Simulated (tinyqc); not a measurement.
Inside a calculation. Model: ion-assisted plasma etching: sheath, surface coverage, synergy and aspect-ratio dependence. Computed by tinyqc, a small Python program that keeps every step. Command: `OMP_NUM_THREADS=1 python tinyqc.py 3004394 3004395 out.jsonl etch walk`. One thread of a shared host (Intel(R) Xeon(R) Processor @ 2.30GHz), about 0.05 s of CPU time with the checks. Intermediate numbers are printed to about 6 digits and carried at full precision; extremes and crossings named in words are read from the listed rows.

Radicals adsorb on bare sites; ions remove covered sites with a high yield and bare sites by sputtering; a slow spontaneous reaction acts everywhere, walls included.

Inputs (values chosen for the exercise, close to those used for silicon dioxide in a fluorocarbon plasma):
```
quantity                                value       unit
plasma density n_e                    1.6e+10     1/cm^3
electron temperature T_e                  3.5         eV
ion mass M_i                               40          u
sheath voltage V                          220          V
radical density n                     4.1e+13     1/cm^3
radical mass M_n                           19          u
gas temperature T_g                       600          K
sticking coefficient s                   0.22          -
radicals per removed unit x                 4          -
yield slope b                            0.39  eV^(-1/2)
threshold E_th                             24         eV
sputter slope b_p                       0.013  eV^(-1/2)
sputter threshold E_p                      34         eV
spontaneous reaction probability k_c  2.5e-05          -
solid density N                       2.2e+22     1/cm^3
ion temperature T_i                      0.33         eV
aspect ratio A                            1.3          -
```

Feature: long trench.

Constants: e = 1.602176634e-19 C; u = 1.6605390666e-27 kg; k_B = 1.380649e-23 J/K; eps_0 = 8.8541878128e-12 F/m.

## Fluxes

Bohm speed u_B = sqrt(e T_e/M_i); ion flux G_i = 0.61 n_e u_B; radical flux G_n = n c/4 with c = sqrt(8 k_B T_g/(pi M_n)).

Bohm speed = 290559 cm/s

ion flux G_i = 2.83586e+15 1/(cm^2 s)

radical speed c = 81768.5 cm/s

radical flux G_n = 8.38127e+17 1/(cm^2 s)

flux ratio G_n/G_i = 295.546

## Sheath and ion angles

Debye length lambda_D = sqrt(eps_0 T_e/(e n_s)) with n_s = 0.61 n_e, T_e in volts; Child-law sheath d = (sqrt2/3) lambda_D (2 V/T_e)^(3/4); ion energy E = V + T_e/2; angular spread = arctan(sqrt(T_i/E)).

Debye length = 140.776 um

sheath thickness = 2491.50 um

ion energy E = 221.75 eV

angular spread = 2.20919 degrees

Caution: a sheath of several millimetres is collisional at usual pressures, which lowers the ion energy and widens the angles.

## Yields

Yields: Y = b (sqrt(E) - sqrt(E_th)) on covered sites, Y_p = b_p (sqrt(E) - sqrt(E_p)) on bare ones (zero below threshold).

yield Y = 3.89699

sputter yield Y_p = 0.117784

## Open-field etch rate

Steady coverage: s G_n (1 - theta) = x Y G_i theta; removal flux = Y G_i theta + Y_p G_i (1 - theta) + k_c G_n; rate = flux/N, 1 cm/s = 6e8 nm/min. Lateral rate = k_c G_n/N; anisotropy = 1 - lateral/vertical; synergy = vertical/(ions alone + radicals alone), with ions alone Y_p G_i/N and radicals alone the lateral rate.

coverage theta = 0.806620

vertical rate = 245.448 nm/min

lateral rate = 0.571450 nm/min

anisotropy = 0.997672

synergy = 25.3534

The surface is nearly saturated: ions limit the ion-assisted part.

## Rate at the floor of the feature

Transmission of a long trench, rough form: K = (1 + ln(1 + A))/(1 + A + ln(1 + A)), walls that scatter diffusely without loss. With a loss probability S = s (1 - theta) at the floor, G_b/G_n = K/(K + S - K S); theta follows G_b, and the two are solved together. Ions are taken to reach the floor unshadowed; G_b replaces G_n in every term of the rate; A is depth over width.

transmission K = 0.585050

G_b/G_n = 0.970005

coverage at the floor = 0.801826

rate at the floor = 244.030 nm/min

floor rate over open-field rate = 0.994220

The lag is 0.58 %. Caution: the trench transmission is an interpolation between the limits 1 and ln(A)/A, good to tens of per cent.

## Etch lag against aspect ratio

The formulas are those given above.

Floor of the feature:
```
A             K   G_b/G_n     theta  rate (nm/min)  relative rate
0.5    0.737597  0.984910  0.804237        244.743       0.997127
1.0    0.628687  0.974997  0.802640        244.270       0.995202
2.0    0.512030  0.959781  0.800137        243.530       0.992185
5.0    0.358296  0.924982  0.794165        241.765       0.984993
10.0   0.253614  0.878069  0.785526        239.213       0.974597
20.0   0.168210  0.799362  0.769281        234.420       0.955068
50.0   0.089781  0.615221  0.719589        219.790       0.895464
100.0  0.053166  0.408228  0.630012        193.489       0.788310
```

K falls by a factor 13.9 over the rows and the rate by 1.26. Among these rows the rate stays within 10 % of the open-field value up to A = 20, as near saturation the coverage changes little when G_b falls. Caution: rows with A above about 1/(2 tan(ion spread)) or 1/sqrt(k_c), often 10 to 30, are formal: ion shadowing, radical loss on the walls, redeposition of sputtered material and, in fluorocarbon plasmas, polymer growth are left out and add to the lag.

## Yield per ion against the flux ratio

The ion flux is fixed and the radical flux set by the ratio; the removal per ion is the removal flux over G_i.

Open field:
```
G_n/G_i     theta  rate (nm/min)  removal per ion
0.3      0.004216         10.343          0.13373
1        0.013917         13.179          0.17040
3        0.040620         20.988          0.27137
10       0.123679         45.279          0.58544
30       0.297458         96.112          1.24269
100      0.585294        180.378          2.33223
300      0.808943        246.136          3.18245
1000     0.933834        283.994          3.67194
3000     0.976927        300.456          3.88480
```

Coverage reaches one half at G_n/G_i = x Y/s = 70.9. Below that the ion-assisted part follows the radical flux, on top of the sputter floor Y_p = 0.118; above it the ion-assisted part saturates at Y = 3.90 per ion.

Checks made by the program: series form 1/R = 1/(Y G_i) + x/(s G_n) of the ion-assisted part (relative difference below 1e-10).
